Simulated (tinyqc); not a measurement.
Inside a calculation. Method: RHF in the sto-3g basis, for B+, spin multiplicity 1. This run ends on a higher stationary point, not on the lowest solution. Computed by tinyqc, a small Python program that keeps every step (integrals from PySCF). Settings: charge = 1, multiplicity = 1, basis = sto-3g, energy threshold = 1e-09, iteration cap = 84, orthogonalisation = symmetric, start = Wolfsberg-Helmholz matrix, DIIS depth = 4, damping = 0.2, method = RHF. Command: `OMP_NUM_THREADS=1 python tinyqc.py 22564 22565 out.jsonl` (the two numbers bound the seeds that draw the settings). One thread of a shared host (Intel(R) Xeon(R) Processor @ 2.60GHz), about 0.03 s of CPU time with the checks. Later iterations appear only in the table of the cycle.

## One-electron integrals

Geometry (angstrom):
```
atom         x         y         z
B     0.000000  0.000000  0.000000
```

Basis sto-3g: exponents (1/bohr^2) and contraction coefficients of normalised primitives:
```
element  l (shell)   exponent  coefficient
B            s (1)  48.791113     0.154329
B            s (1)   8.887362     0.535328
B            s (1)   2.405267     0.444635
B            s (2)   2.236956    -0.099967
B            s (2)   0.519821     0.399513
B            s (2)   0.169062     0.700115
B            p (3)   2.236956     0.155916
B            p (3)   0.519821     0.607684
B            p (3)   0.169062     0.391957
```

Overlap, kinetic and nuclear-attraction integrals over the contracted functions; the nuclear repulsion is the sum of Za Zb / Rab.

nuclear repulsion = 0 hartree

overlap S, lower triangle:
```
           1B 1s     1B 2s    1B 2px    1B 2py    1B 2pz
1B 1s   1.000000
1B 2s   0.269328  1.000000
1B 2px  0.000000  0.000000  1.000000
1B 2py  0.000000  0.000000  0.000000  1.000000
1B 2pz  0.000000  0.000000  0.000000  0.000000  1.000000
```

kinetic energy T (hartree), lower triangle:
```
            1B 1s     1B 2s    1B 2px    1B 2py    1B 2pz
1B 1s   10.826302
1B 2s   -0.047967  0.359168
1B 2px   0.000000  0.000000  1.123881
1B 2py   0.000000  0.000000  0.000000  1.123881
1B 2pz   0.000000  0.000000  0.000000  0.000000  1.123881
```

nuclear attraction V (hartree), lower triangle:
```
             1B 1s      1B 2s     1B 2px     1B 2py     1B 2pz
1B 1s   -23.147388
1B 2s    -3.139362  -3.771633
1B 2px    0.000000   0.000000  -3.741440
1B 2py    0.000000   0.000000   0.000000  -3.741440
1B 2pz    0.000000   0.000000   0.000000   0.000000  -3.741440
```

core Hamiltonian H = T + V (hartree), lower triangle:
```
             1B 1s      1B 2s     1B 2px     1B 2py     1B 2pz
1B 1s   -12.321086
1B 2s    -3.187330  -3.412465
1B 2px    0.000000   0.000000  -2.617559
1B 2py    0.000000   0.000000   0.000000  -2.617559
1B 2pz    0.000000   0.000000   0.000000   0.000000  -2.617559
```

## Two-electron integrals

Functions are numbered as in S; the eight-fold symmetry (ij|kl) = (ji|kl) = (kl|ij) leaves the list below.

Two-electron integrals (ij|kl) in chemists' order, unique and non-zero (hartree):
```
(11|11) 2.923513   (21|11) 0.518376   (21|21) 0.109262   (22|11) 0.744229
(22|21) 0.193177   (22|22) 0.544804   (31|31) 0.020264   (32|31) 0.029996
(32|32) 0.120346   (33|11) 0.742491   (33|21) 0.193240   (33|22) 0.544682
(33|33) 0.586773   (41|41) 0.020264   (42|41) 0.029996   (42|42) 0.120346
(43|43) 0.031630   (44|11) 0.742491   (44|21) 0.193240   (44|22) 0.544682
(44|33) 0.523513   (44|44) 0.586773   (51|51) 0.020264   (52|51) 0.029996
(52|52) 0.120346   (53|53) 0.031630   (54|54) 0.031630   (55|11) 0.742491
(55|21) 0.193240   (55|22) 0.544682   (55|33) 0.523513   (55|44) 0.523513
(55|55) 0.586773
```

## Orthogonalisation

S = U s U^T; symmetric (Loewdin) form X = U s^(-1/2) U^T, so that X^T S X = 1.

eigenvalues of S: 0.730672  1.000000  1.000000  1.000000  1.269328

X, lower triangle:
```
            1B 1s     1B 2s    1B 2px    1B 2py    1B 2pz
1B 1s    1.028732
1B 2s   -0.141141  1.028732
1B 2px   0.000000  0.000000  1.000000
1B 2py   0.000000  0.000000  0.000000  1.000000
1B 2pz   0.000000  0.000000  0.000000  0.000000  1.000000
```

## Starting guess

The start is the generalised Wolfsberg-Helmholz matrix (K = 1.75) built on H; D = 2 C_occ C_occ^T.

D at the start, lower triangle:
```
           1B 1s     1B 2s    1B 2px    1B 2py    1B 2pz
1B 1s   1.951048
1B 2s   0.084142  0.003629
1B 2px  0.000000  0.000000  2.000000
1B 2py  0.000000  0.000000  0.000000  0.000000
1B 2pz  0.000000  0.000000  0.000000  0.000000  0.000000
```

## Iteration 1: building the Fock matrix

J_ij = sum D_kl (ij|kl), K_ij = sum D_kl (ik|jl); F = H + J - 0.5 K; E = tr D H + tr D J / 2 - 0.25 tr D K + E_nn.

Coulomb J (hartree), lower triangle:
```
           1B 1s     1B 2s    1B 2px    1B 2py    1B 2pz
1B 1s   7.278830
1B 2s   1.416944  2.575876
1B 2px  0.000000  0.000000  2.656677
1B 2py  0.000000  0.000000  0.000000  2.530158
1B 2pz  0.000000  0.000000  0.000000  0.000000  2.530158
```

exchange K (hartree), lower triangle:
```
           1B 1s     1B 2s    1B 2px    1B 2py    1B 2pz
1B 1s   5.832071
1B 2s   1.143884  0.488352
1B 2px  0.000000  0.000000  1.218565
1B 2py  0.000000  0.000000  0.000000  0.108279
1B 2pz  0.000000  0.000000  0.000000  0.000000  0.108279
```

Fock matrix F (hartree), lower triangle:
```
            1B 1s      1B 2s     1B 2px     1B 2py     1B 2pz
1B 1s   -7.958291
1B 2s   -2.342327  -1.080765
1B 2px   0.000000   0.000000  -0.570165
1B 2py   0.000000   0.000000   0.000000  -0.141540
1B 2pz   0.000000   0.000000   0.000000   0.000000  -0.141540
```

total energy of this density = -23.44416837 hartree

This density is the starting one.

## Iteration 1: diagonalisation and new density

Diagonalise F' = X^T F X, C = X C', fill 2 alpha and 2 beta electrons from the bottom; D = 2 C_occ C_occ^T; the new density keeps 0.2 of the old one (damping). Each column has its largest component positive (the first on a tie).

F' = X^T F X (hartree), lower triangle:
```
           1          2          3          4          5
1  -7.763516
2  -1.213087  -0.622104
3   0.000000   0.000000  -0.570165
4   0.000000   0.000000   0.000000  -0.141540
5   0.000000   0.000000   0.000000   0.000000  -0.141540
```

orbital energies (hartree): MO1 -7.963953, MO2 -0.570165, MO3 -0.421667, MO4 -0.141540, MO5 -0.141540

coefficients C:
```
             MO1       MO2        MO3       MO4       MO5
1B 1s   0.991962  0.000000  -0.306955  0.000000  0.000000
1B 2s   0.028450  0.000000   1.037979  0.000000  0.000000
1B 2px  0.000000  1.000000   0.000000  0.000000  0.000000
1B 2py  0.000000  0.000000   0.000000  1.000000  0.000000
1B 2pz  0.000000  0.000000   0.000000  0.000000  1.000000
```

D after iteration 1, lower triangle:
```
           1B 1s     1B 2s    1B 2px    1B 2py    1B 2pz
1B 1s   1.964592
1B 2s   0.061983  0.002021
1B 2px  0.000000  0.000000  2.000000
1B 2py  0.000000  0.000000  0.000000  0.000000
1B 2pz  0.000000  0.000000  0.000000  0.000000  0.000000
```

Within a degenerate level the vectors are fixed only up to a rotation; this is one choice.

## Iteration 2: building the Fock matrix

As before.

Coulomb J (hartree), lower triangle:
```
           1B 1s     1B 2s    1B 2px    1B 2py    1B 2pz
1B 1s   7.294257
1B 2s   1.418813  2.576519
1B 2px  0.000000  0.000000  2.657293
1B 2py  0.000000  0.000000  0.000000  2.530775
1B 2pz  0.000000  0.000000  0.000000  0.000000  2.530775
```

exchange K (hartree), lower triangle:
```
           1B 1s     1B 2s    1B 2px    1B 2py    1B 2pz
1B 1s   5.848518
1B 2s   1.131682  0.480394
1B 2px  0.000000  0.000000  1.217317
1B 2py  0.000000  0.000000  0.000000  0.107031
1B 2pz  0.000000  0.000000  0.000000  0.000000  0.107031
```

Fock matrix F (hartree), lower triangle:
```
            1B 1s      1B 2s     1B 2px     1B 2py     1B 2pz
1B 1s   -7.951089
1B 2s   -2.334358  -1.076143
1B 2px   0.000000   0.000000  -0.568924
1B 2py   0.000000   0.000000   0.000000  -0.140299
1B 2pz   0.000000   0.000000   0.000000   0.000000  -0.140299
```

total energy of this density = -23.44654201 hartree

This density is a damped mixture and is not idempotent.

## Iteration 2: DIIS over 2 matrices

error matrix X^T (FDS - SDF) X:
```
          1          2         3         4         5
1  0.000000  -0.053238  0.000000  0.000000  0.000000
2  0.053238   0.000000  0.000000  0.000000  0.000000
3  0.000000   0.000000  0.000000  0.000000  0.000000
4  0.000000   0.000000  0.000000  0.000000  0.000000
5  0.000000   0.000000  0.000000  0.000000  0.000000
```

B (overlaps of the stored error matrices):
```
               1              2
1  8.4537084e-02  2.1890886e-02
2  2.1890886e-02  5.6686471e-03
```

Minimise |sum c_i e_i|^2 with sum c_i = 1: solve [B -1; -1 0][c; lambda] = [0; -1] with B_ij = tr e_i^T e_j, and take F = sum c_i F_i.

DIIS coefficients: -0.349437  1.349437

extrapolated F (hartree), lower triangle:
```
            1B 1s      1B 2s     1B 2px     1B 2py     1B 2pz
1B 1s   -7.948572
1B 2s   -2.331573  -1.074529
1B 2px   0.000000   0.000000  -0.568490
1B 2py   0.000000   0.000000   0.000000  -0.139866
1B 2pz   0.000000   0.000000   0.000000   0.000000  -0.139866
```

## Iteration 2: diagonalisation and new density

As before.

F' = X^T F X (hartree), lower triangle:
```
           1          2          3          4          5
1  -7.756228
2  -1.203808  -0.618434
3   0.000000   0.000000  -0.568490
4   0.000000   0.000000   0.000000  -0.139866
5   0.000000   0.000000   0.000000   0.000000  -0.139866
```

orbital energies (hartree): MO1 -7.953786, MO2 -0.568490, MO3 -0.420876, MO4 -0.139866, MO5 -0.139866

coefficients C:
```
             MO1       MO2        MO3       MO4       MO5
1B 1s   0.992296  0.000000  -0.305875  0.000000  0.000000
1B 2s   0.027320  0.000000   1.038010  0.000000  0.000000
1B 2px  0.000000  1.000000   0.000000  0.000000  0.000000
1B 2py  0.000000  0.000000   0.000000  0.000000  1.000000
1B 2pz  0.000000  0.000000   0.000000  1.000000  0.000000
```

D after iteration 2, lower triangle:
```
           1B 1s     1B 2s    1B 2px    1B 2py    1B 2pz
1B 1s   1.968360
1B 2s   0.055771  0.001598
1B 2px  0.000000  0.000000  2.000000
1B 2py  0.000000  0.000000  0.000000  0.000000
1B 2pz  0.000000  0.000000  0.000000  0.000000  0.000000
```

Within a degenerate level the vectors are fixed only up to a rotation; this is one choice.

## Iteration 3: building the Fock matrix

As before.

Coulomb J (hartree), lower triangle:
```
           1B 1s     1B 2s    1B 2px    1B 2py    1B 2pz
1B 1s   7.298519
1B 2s   1.419327  2.576693
1B 2px  0.000000  0.000000  2.657461
1B 2py  0.000000  0.000000  0.000000  2.530942
1B 2pz  0.000000  0.000000  0.000000  0.000000  2.530942
```

exchange K (hartree), lower triangle:
```
           1B 1s     1B 2s    1B 2px    1B 2py    1B 2pz
1B 1s   5.853049
1B 2s   1.128252  0.478176
1B 2px  0.000000  0.000000  1.216970
1B 2py  0.000000  0.000000  0.000000  0.106684
1B 2pz  0.000000  0.000000  0.000000  0.000000  0.106684
```

Fock matrix F (hartree), lower triangle:
```
            1B 1s      1B 2s     1B 2px     1B 2py     1B 2pz
1B 1s   -7.949091
1B 2s   -2.332129  -1.074860
1B 2px   0.000000   0.000000  -0.568583
1B 2py   0.000000   0.000000   0.000000  -0.139959
1B 2pz   0.000000   0.000000   0.000000   0.000000  -0.139959
```

total energy of this density = -23.44706028 hartree

This density is a damped mixture and is not idempotent.

## Iteration 3: DIIS over 3 matrices

error matrix X^T (FDS - SDF) X:
```
          1          2         3         4         5
1  0.000000  -0.010657  0.000000  0.000000  0.000000
2  0.010657   0.000000  0.000000  0.000000  0.000000
3  0.000000   0.000000  0.000000  0.000000  0.000000
4  0.000000   0.000000  0.000000  0.000000  0.000000
5  0.000000   0.000000  0.000000  0.000000  0.000000
```

B (overlaps of the stored error matrices), lower triangle:
```
               1              2              3
1  8.4537084e-02
2  2.1890886e-02  5.6686471e-03
3  4.3820335e-03  1.1347280e-03  2.2714549e-04
```

As before.

DIIS coefficients: -0.161658  0.489793  0.671866

extrapolated F (hartree), lower triangle:
```
            1B 1s      1B 2s     1B 2px     1B 2py     1B 2pz
1B 1s   -7.948582
1B 2s   -2.331572  -1.074534
1B 2px   0.000000   0.000000  -0.568494
1B 2py   0.000000   0.000000   0.000000  -0.139870
1B 2pz   0.000000   0.000000   0.000000   0.000000  -0.139870
```

## Iteration 3: diagonalisation and new density

As before.

F' = X^T F X (hartree), lower triangle:
```
           1          2          3          4          5
1  -7.756240
2  -1.203805  -0.618440
3   0.000000   0.000000  -0.568494
4   0.000000   0.000000   0.000000  -0.139870
5   0.000000   0.000000   0.000000   0.000000  -0.139870
```

orbital energies (hartree): MO1 -7.953797, MO2 -0.568494, MO3 -0.420884, MO4 -0.139870, MO5 -0.139870

coefficients C:
```
             MO1       MO2        MO3       MO4       MO5
1B 1s   0.992296  0.000000  -0.305874  0.000000  0.000000
1B 2s   0.027319  0.000000   1.038010  0.000000  0.000000
1B 2px  0.000000  1.000000   0.000000  0.000000  0.000000
1B 2py  0.000000  0.000000   0.000000  1.000000  0.000000
1B 2pz  0.000000  0.000000   0.000000  0.000000  1.000000
```

D after iteration 3, lower triangle:
```
           1B 1s     1B 2s    1B 2px    1B 2py    1B 2pz
1B 1s   1.969115
1B 2s   0.054528  0.001514
1B 2px  0.000000  0.000000  2.000000
1B 2py  0.000000  0.000000  0.000000  0.000000
1B 2pz  0.000000  0.000000  0.000000  0.000000  0.000000
```

Within a degenerate level the vectors are fixed only up to a rotation; this is one choice.

## Iteration 12 (converged): orbitals

converged F (hartree), lower triangle:
```
            1B 1s      1B 2s     1B 2px     1B 2py     1B 2pz
1B 1s   -7.948591
1B 2s   -2.331570  -1.074538
1B 2px   0.000000   0.000000  -0.568498
1B 2py   0.000000   0.000000   0.000000  -0.139873
1B 2pz   0.000000   0.000000   0.000000   0.000000  -0.139873
```

Diagonalise F' = X^T F X, C = X C', fill 2 alpha and 2 beta electrons from the bottom; D = 2 C_occ C_occ^T. Each column has its largest component positive (the first on a tie).

F' = X^T F X (hartree), lower triangle:
```
           1          2          3          4          5
1  -7.756250
2  -1.203801  -0.618445
3   0.000000   0.000000  -0.568498
4   0.000000   0.000000   0.000000  -0.139873
5   0.000000   0.000000   0.000000   0.000000  -0.139873
```

orbital energies (hartree): MO1 -7.953805, MO2 -0.568498, MO3 -0.420890, MO4 -0.139873, MO5 -0.139873

coefficients C:
```
             MO1       MO2        MO3       MO4       MO5
1B 1s   0.992296  0.000000  -0.305874  0.000000  0.000000
1B 2s   0.027318  0.000000   1.038010  0.000000  0.000000
1B 2px  0.000000  1.000000   0.000000  0.000000  0.000000
1B 2py  0.000000  0.000000   0.000000  1.000000  0.000000
1B 2pz  0.000000  0.000000   0.000000  0.000000  1.000000
```

D after iteration 12, lower triangle:
```
           1B 1s     1B 2s    1B 2px    1B 2py    1B 2pz
1B 1s   1.969304
1B 2s   0.054216  0.001493
1B 2px  0.000000  0.000000  2.000000
1B 2py  0.000000  0.000000  0.000000  0.000000
1B 2pz  0.000000  0.000000  0.000000  0.000000  0.000000
```

Within a degenerate level the vectors are fixed only up to a rotation; this is one choice.

## Convergence

Stop when the energy changes by less than 1e-09 hartree and every element of the error matrix X^T (F D S - S D F) X is below 9e-06.

Course of the cycle:
```
iteration   E (hartree)     change  largest element of the error matrix
1          -23.44416837          -                             2.06e-01
2          -23.44654201  -2.37e-03                             5.32e-02
3          -23.44706028  -5.18e-04                             1.07e-02
4          -23.44716642  -1.06e-04                             2.14e-03
5          -23.44718775  -2.13e-05                             4.31e-04
6          -23.44719202  -4.27e-06                             8.63e-05
7          -23.44719288  -8.54e-07                             1.73e-05
8          -23.44719305  -1.71e-07                             3.45e-06
9          -23.44719308  -3.42e-08                             6.91e-07
10         -23.44719309  -6.83e-09                             1.38e-07
11         -23.44719309  -1.37e-09                             2.76e-08
12         -23.44719309  -2.73e-10                             5.53e-09
```

PySCF RHF in the same basis = -23.94847037 hartree

Converged in 12 iterations. But the solution lies 0.50128 hartree above the reference: it is another stationary point, not the lowest restricted one. Reruns (cap 100 unless said): DIIS 8: converged in 4 to a higher stationary point; damping 0.5: converged in 23 to a higher stationary point; level shift 0.5: converged in 6 to a higher stationary point; atomic densities as start, DIIS 8: converged in 3.

## Populations

Mulliken: Z minus the diagonal of D S on the atom; Loewdin: the same with S^(1/2) D S^(1/2).

Charges (e):
```
atom  Mulliken   Loewdin
1B    1.000000  1.000000
```
